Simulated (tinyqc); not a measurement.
Worked calculation: Hubbard ring of 3 sites. Computed by tinyqc, a small Python program that keeps every step. Settings: hopping = 0.8, U = 6.9, mixing = 0.2, iteration cap = 72. Command: `OMP_NUM_THREADS=1 python tinyqc.py 23183 23184 out.jsonl` (the two numbers bound the seeds that draw the settings). One thread of a shared host (Intel(R) Xeon(R) Processor @ 2.60GHz), about 0.2 s of CPU time with the checks. Later iterations appear only in the table of the cycle.

## Mean-field iteration 1

one-body matrix (hopping and site energies) (eV), lower triangle:
```
          1         2        3
1   0.22000
2  -0.80000   0.03000
3  -0.80000  -0.80000  0.20000
```

U = 6.90000 eV

electrons, up and down: 2  1

mixing = 0.20000

n(up) at the start (a guess, not normalised): 1 1.00000, 2 0.21700, 3 1.00000

n(down) at the start (a guess): 1 0.00000, 2 0.78300, 3 0.00000

H(up) = T + U n(down), H(down) = T + U n(up); fill the lowest levels; n(new) = n + mixing (n(out) - n); E = tr T (rho up + rho down) + U sum n_up n_down of the output.

levels, up (eV): -0.79557  1.01005  5.63822

levels, down (eV): 1.27317  6.56406  7.91007

energy = 0.09422 eV

n(up) after iteration 1: 1 0.99679, 2 0.17999, 3 0.99682

n(down) after iteration 1: 1 0.00479, 2 0.81679, 3 0.00482

## Mean-field iteration 2

As before.

levels, up (eV): -0.75622  1.04319  5.86519

levels, down (eV): 1.02855  6.53126  7.88803

energy = 0.08849 eV

n(up) after iteration 2: 1 0.99441, 2 0.15001, 3 0.99446

n(down) after iteration 2: 1 0.00824, 2 0.84459, 3 0.00829

## Mean-field iteration 3

As before.

levels, up (eV): -0.72740  1.06708  6.05205

levels, down (eV): 0.82986  6.50675  7.87167

energy = 0.08496 eV

n(up) after iteration 3: 1 0.99265, 2 0.12574, 3 0.99271

n(down) after iteration 3: 1 0.01072, 2 0.86738, 3 0.01079

## Convergence

Each step fills the lowest levels of T + U n(other spin) and sets n(new) = n + mixing (n(out) - n); stop when output and input agree to 1e-8.

Course of the cycle:
```
iteration     E (eV)  largest |n(out) - n(in)|  mean |n_up - n_down|
1          0.0942207                  1.85e-01               0.94668
2          0.0884850                  1.50e-01               0.95045
3          0.0849638                  1.21e-01               0.95326
4          0.0827676                  9.82e-02               0.95540
5          0.0813807                  7.94e-02               0.95706
6          0.0804961                  6.42e-02               0.95834
7          0.0799274                  5.20e-02               0.95936
8          0.0795594                  4.20e-02               0.96016
9          0.0793201                  3.40e-02               0.96079
10         0.0791638                  2.75e-02               0.96130
11         0.0790614                  2.23e-02               0.96171
...              ...                       ...                   ...
62         0.0788634                  5.86e-07               0.96345
63         0.0788634                  4.77e-07               0.96345
64         0.0788634                  3.88e-07               0.96345
65         0.0788634                  3.16e-07               0.96345
66         0.0788634                  2.57e-07               0.96345
67         0.0788634                  2.09e-07               0.96345
68         0.0788634                  1.70e-07               0.96345
69         0.0788634                  1.38e-07               0.96345
70         0.0788634                  1.13e-07               0.96345
71         0.0788634                  9.17e-08               0.96345
72         0.0788634                  7.47e-08               0.96345
```

Not converged within 72 iterations: the residual falls steadily but slowly, by a factor of about 0.81 a step. The lowest mean-field energy found from random starts is 0.07573 eV. Reruns (cap 100 unless said): mixing 0.5: converged in 28 to a higher stationary point (E = 0.07886); mixing 0.9: converged in 11 to a higher stationary point (E = 0.07886); the original settings with a cap of 400: converged in 82 to a higher stationary point (E = 0.07886).

## The many-body Hamiltonian

Basis: all placements (u, d, 2, 0 on each site), up operators ordered before down ones; hops carry the sign of the same-spin electrons passed.

H (eV), lower triangle:
```
          2u0       u20       uud       20u       udu       u02       duu       02u
2u0   7.37000
u20  -0.80000   7.18000
uud  -0.80000  -0.80000   0.45000
20u  -0.80000   0.00000   0.00000   7.54000
udu   0.00000  -0.80000   0.00000  -0.80000   0.45000
u02   0.00000   0.00000  -0.80000  -0.80000  -0.80000   7.52000
duu   0.80000   0.00000   0.00000  -0.80000   0.00000   0.00000   0.45000
02u   0.00000   0.80000   0.00000   0.00000  -0.80000   0.00000  -0.80000   7.16000
0u2   0.00000   0.00000   0.80000   0.00000   0.00000  -0.80000  -0.80000  -0.80000

         0u2
0u2  7.33000
```

## Exact diagonalisation (9 states)

Lowest levels of the sector, and the double occupancy of the lowest state.

lowest levels (eV): -0.08788  -0.08267  0.45000  6.14826  6.34537  7.34998

double occupancy per site = 0.02422

## The lowest level by Lanczos steps

From a random start vector (not printed): a_j = <q_j|H|q_j>, b_j = norm of the remainder after orthogonalising; the Ritz value is the lowest eigenvalue of the tridiagonal matrix of a and b so far.

Lanczos:
```
j  a_j (eV)  b_j (eV)  lowest Ritz value (eV)
1   2.54304   3.32749               2.5430358
2   4.25320   0.92651              -0.0374869
3   7.57606   1.06516              -0.0800262
4   6.62388   2.89433              -0.0809920
5   1.89894   0.60697              -0.0827425
6   6.76610   1.11294              -0.0828866
7   8.19911   1.62172              -0.0828901
8   0.23911   0.11356              -0.0863125
9   7.35058         0              -0.0878758
```
